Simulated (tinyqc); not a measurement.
Bandgap voltage reference from two bipolar transistors: one step of the calculation.

Two transistors of area 1 and N carry the same current I. Is(T) = Is (T/T0)^eta exp[(Vg0 q/kB)(1/T0 - 1/T)], VBE1 = Vt ln(I/Is(T)) + I rb, VBE2 = Vt ln(I/(N Is(T))) + I rb/N. The amplifier forces I R1(T) = VBE1 - VBE2 + Vos, with R(T) = R (1 + tc (T - T0)) for both resistors, and the output is Vref = VBE1 + I R2(T). Base currents and the Early effect are neglected.

Problem. Operating point at another temperature. Vt = kB T/q; I = (Vt ln N + Vos)/(R1(T) - rb (1 - 1/N)).

Inputs (values chosen for the exercise); values of the order met in silicon bipolar transistors: reference temperature T0 = 298 K; band-gap voltage extrapolated to 0 K Vg0 = 1.204 V; temperature exponent of the saturation current eta = 3.4; saturation current of the unit transistor at T0 Is = 1e-18 A; area ratio of the second transistor N = 24; resistor across which the difference of VBE falls, at T0 R1 = 13 kohm; temperature coefficient of both resistors tc = 0 ppm/K; offset of the amplifier Vos = 0 mV; series resistance of the unit transistor rb = 0 ohm; output resistor at T0 R2 = 79.85 kohm; temperature T = 253 K.

Constants: q = 1.602176634e-19 C, kB = 1.380649e-23 J/K. Results are converted to the units shown.

Give: Vt; I; Is(T); VBE1; I R2; Vref.

Solution.

Vt = 0.021802 V
I = 5.3298 uA
Is(T) = 1.3695e-22 A
VBE1 = 0.83284 V
I R2 = 0.42558 V
Vref = 1.2584 V

From T0 to T, VBE1 changes by 76.1 mV and I R2 by -75.7 mV, which leaves 0.410 mV in Vref.

tinyqc, about 0.02 s, one thread, Intel Xeon 2.30GHz (shared host): `OMP_NUM_THREADS=1 python tinyqc.py 2062168 2062169 out.jsonl`
